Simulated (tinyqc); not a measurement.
Inside a calculation. Method: CCSD on RHF in the 6-311g basis, for He, spin multiplicity 1. Computed by tinyqc, a small Python program that keeps every step (integrals from PySCF). Settings: charge = 0, multiplicity = 1, basis = 6-311g, method = RHF, energy threshold = 1e-10, iteration cap = 73, orthogonalisation = symmetric, start = Wolfsberg-Helmholz matrix, DIIS depth = 6, amplitude equations = CCSD, DIIS depth for amplitudes = 6, cap on updates = 81. Command: `OMP_NUM_THREADS=1 python tinyqc.py 27221 27222 out.jsonl` (the two numbers bound the seeds that draw the settings). One thread of a shared host (Intel(R) Xeon(R) Processor @ 2.60GHz), about 0.1 s of CPU time with the checks. The early iterations of the SCF are left out here.

## One-electron integrals

Geometry (angstrom):
```
atom,x,y,z
He,0.0000,0.0000,0.0000
```

Basis 6-311g: exponents (1/bohr^2) and contraction coefficients of normalised primitives:
```
element,l (shell),exponent,coefficient
He,s (1),98.1243,0.0287
He,s (1),14.7689,0.2081
He,s (1),3.3188,0.8376
He,s (2),0.8740,1.0000
He,s (3),0.2446,1.0000
```

Overlap, kinetic and nuclear-attraction integrals over the contracted functions; the nuclear repulsion is the sum of Za Zb / Rab.

nuclear repulsion = 0 hartree

overlap S, lower triangle:
```
,1He 1s,1He 2s,1He 3s
1He 1s,1.0000
1He 2s,0.6805,1.0000
1He 3s,0.3286,0.7516,1.0000
```

kinetic energy T (hartree), lower triangle:
```
,1He 1s,1He 2s,1He 3s
1He 1s,6.8571
1He 2s,1.4395,1.3111
1He 3s,0.2256,0.4309,0.3668
```

nuclear attraction V (hartree), lower triangle:
```
,1He 1s,1He 2s,1He 3s
1He 1s,-7.3063
1He 2s,-3.4648,-2.9838
1He 3s,-1.5351,-1.7939,-1.5783
```

core Hamiltonian H = T + V (hartree), lower triangle:
```
,1He 1s,1He 2s,1He 3s
1He 1s,-0.4492
1He 2s,-2.0254,-1.6727
1He 3s,-1.3095,-1.3630,-1.2115
```

## Two-electron integrals

Functions are numbered as in S; the eight-fold symmetry (ij|kl) = (ji|kl) = (kl|ij) leaves the list below.

Two-electron integrals (ij|kl) in chemists' order, unique and non-zero (hartree):
```
i,j,k,l,(ij|kl)
1,1,1,1,2.3951
2,1,1,1,1.3473
2,1,2,1,0.7987
2,2,1,1,1.3584
2,2,2,1,0.8638
2,2,2,2,1.0549
3,1,1,1,0.6141
3,1,2,1,0.3686
3,1,2,2,0.4068
3,1,3,1,0.1707
3,2,1,1,0.8427
3,2,2,1,0.5470
3,2,2,2,0.7004
3,2,3,1,0.2594
3,2,3,2,0.4767
3,3,1,1,0.7670
3,3,2,1,0.5102
3,3,2,2,0.6976
3,3,3,1,0.2442
3,3,3,2,0.4947
3,3,3,3,0.5580
```

## Orthogonalisation

S = U s U^T; symmetric (Loewdin) form X = U s^(-1/2) U^T, so that X^T S X = 1.

eigenvalues of S: 0.1357  0.6734  2.1908

X, lower triangle:
```
,1He 1s,1He 2s,1He 3s
1He 1s,1.3166
1He 2s,-0.6459,1.8555
1He 3s,0.1507,-0.7714,1.4367
```

## Starting guess

The start is the generalised Wolfsberg-Helmholz matrix (K = 1.75) built on H; D = 2 C_occ C_occ^T.

D at the start, lower triangle:
```
,1He 1s,1He 2s,1He 3s
1He 1s,0.0108
1He 2s,-0.1009,0.9416
1He 3s,-0.0620,0.5787,0.3557
```

## Iteration 6 (converged): orbitals

converged F (hartree), lower triangle:
```
,1He 1s,1He 2s,1He 3s
1He 1s,1.3735
1He 2s,-1.2062,-0.5945
1He 3s,-1.1058,-0.6984,-0.3719
```

Diagonalise F' = X^T F X, C = X C', fill 1 alpha and 1 beta electrons from the bottom; D = 2 C_occ C_occ^T. Each column has its largest component positive (the first on a tie).

F' = X^T F X (hartree), lower triangle:
```
,1,2,3
1,3.8730
2,-3.1748,2.0937
3,-0.1493,-0.9315,0.2594
```

orbital energies (hartree): MO1 -0.9169, MO2 0.8294, MO3 6.3135

coefficients C:
```
,MO1,MO2,MO3
1He 1s,0.2636,-0.1380,-1.4439
1He 2s,0.4875,-1.1540,1.6988
1He 3s,0.3974,1.4279,-0.6963
```

D after iteration 6, lower triangle:
```
,1He 1s,1He 2s,1He 3s
1He 1s,0.1389
1He 2s,0.2570,0.4753
1He 3s,0.2095,0.3875,0.3159
```

## Convergence

Stop when the energy changes by less than 1e-10 hartree and every element of the error matrix X^T (F D S - S D F) X is below 3e-06.

Course of the cycle:
```
iteration,E (hartree),change,largest element of the error matrix
1,-2.192694,-,2.05e+00
2,-2.856649,-6.64e-01,1.61e-01
3,-2.859894,-3.24e-03,2.25e-03
4,-2.859895,-1.61e-06,2.09e-04
5,-2.859895,-1.83e-08,1.71e-07
6,-2.859895,-1.11e-14,6.86e-08
```

PySCF RHF in the same basis = -2.859895 hartree

Converged in 6 iterations.

## Populations

Mulliken: Z minus the diagonal of D S on the atom; Loewdin: the same with S^(1/2) D S^(1/2).

Charges (e):
```
atom,Mulliken,Loewdin
1He,0,0
```

## Integrals over molecular orbitals

(pq|rs) = sum C_ip C_jq C_kr C_ls (ij|kl), one index at a time.

one-electron integrals over orbitals h = C^T H C (hartree), lower triangle:
```
,1,2,3
1,-1.9430
2,0.2773,-0.3432
3,0.1739,-0.3334,4.1761
```

Two-electron integrals over orbitals (pq|rs), unique and non-zero (hartree):
```
p,q,r,s,(pq|rs)
1,1,1,1,1.0262
2,1,1,1,-0.2773
2,1,2,1,0.1465
2,2,1,1,0.6596
2,2,2,1,-0.1136
2,2,2,2,0.5066
3,1,1,1,-0.1739
3,1,2,1,0.1256
3,1,2,2,-0.0788
3,1,3,1,0.2165
3,2,1,1,0.2295
3,2,2,1,-0.1209
3,2,2,2,0.1027
3,2,3,1,-0.1487
3,2,3,2,0.1276
3,3,1,1,1.1770
3,3,2,1,-0.3810
3,3,2,2,0.7273
3,3,3,1,-0.3867
3,3,3,2,0.3807
3,3,3,3,1.6000
```

## CCSD: starting amplitudes

t_ij^ab = <ij||ab> / (e_i + e_j - e_a - e_b), whose energy is MP2.

Starting amplitudes (spin orbitals 1a, 1b, ...; amplitudes related by a flip of all spins are not repeated):
```
from,to,t
1a 1b,2a 2b,-0.0420
1a 1b,3a 3b,-0.0150
1a 1b,2a 3b,-0.0140
```

correlation energy = -0.012907 hartree

## CCSD: amplitude update 1

t_i^a D_i^a and t_ij^ab D_ij^ab are set to the remaining terms of the spin-orbital equations, evaluated with the old amplitudes; for the doubles these are <ij||ab> + 1/2 <ab||ef> t_ij^ef + 1/2 <mn||ij> t_mn^ab + P(ij)P(ab) <mb||ej> t_im^ae + terms in t^2 + terms with t1, D the orbital-energy denominators.

Amplitudes after update 1 (spin orbitals 1a, 1b, ...; amplitudes related by a flip of all spins are not repeated):
```
from,to,t
1a 1b,2a 2b,-0.0529
1a 1b,2a 3b,-0.0172
1a 1b,3a 3b,-0.0162
1a,2a,0.0025
1a,3a,-0.0016
```

correlation energy = -0.015577 hartree

## CCSD: amplitude update 2

As before.

Amplitudes after update 2 (spin orbitals 1a, 1b, ...; amplitudes related by a flip of all spins are not repeated):
```
from,to,t
1a 1b,2a 2b,-0.0561
1a 1b,2a 3b,-0.0180
1a 1b,3a 3b,-0.0162
1a,2a,0.0038
1a,3a,-0.0021
```

correlation energy = -0.016251 hartree

## CCSD: amplitude update 3

t_i^a D_i^a and t_ij^ab D_ij^ab are set to the remaining terms of the spin-orbital equations, evaluated with the old amplitudes; for the doubles these are <ij||ab> + 1/2 <ab||ef> t_ij^ef + 1/2 <mn||ij> t_mn^ab + P(ij)P(ab) <mb||ej> t_im^ae + terms in t^2 + terms with t1, D the orbital-energy denominators. DIIS then mixes the stored amplitudes.

DIIS coefficients: -0.4537  1.4537

Amplitudes after update 3 (spin orbitals 1a, 1b, ...; amplitudes related by a flip of all spins are not repeated):
```
from,to,t
1a 1b,2a 2b,-0.0575
1a 1b,2a 3b,-0.0183
1a 1b,3a 3b,-0.0162
1a,2a,0.0047
1a,3a,-0.0023
```

correlation energy = -0.016526 hartree

## CCSD: convergence

E_corr = 1/4 sum <ij||ab> t_ij^ab + 1/2 sum <ij||ab> t_i^a t_j^b; stop when the norm of the change is below 1e-8.

Course of the amplitude iterations:
```
update,correlation energy (hartree),norm of the change
0,-0.012907,-
1,-0.015577,2.41e-02
2,-0.016251,7.08e-03
3,-0.016526,2.24e-03
4,-0.016523,7.93e-05
5,-0.016523,1.39e-06
6,-0.016523,2.74e-08
7,-0.016523,1.75e-09
```

Converged amplitudes (spin orbitals 1a, 1b, ...; amplitudes related by a flip of all spins are not repeated):
```
from,to,t
1a 1b,2a 2b,-0.0575
1a 1b,2a 3b,-0.0183
1a 1b,3a 3b,-0.0161
1a,2a,0.0047
1a,3a,-0.0023
```

CCSD total energy = -2.876418 hartree

T1 diagnostic, norm of the one-spin t1 over sqrt(correlated electrons) = 0.0037

Converged in 7 updates, with DIIS from the third.
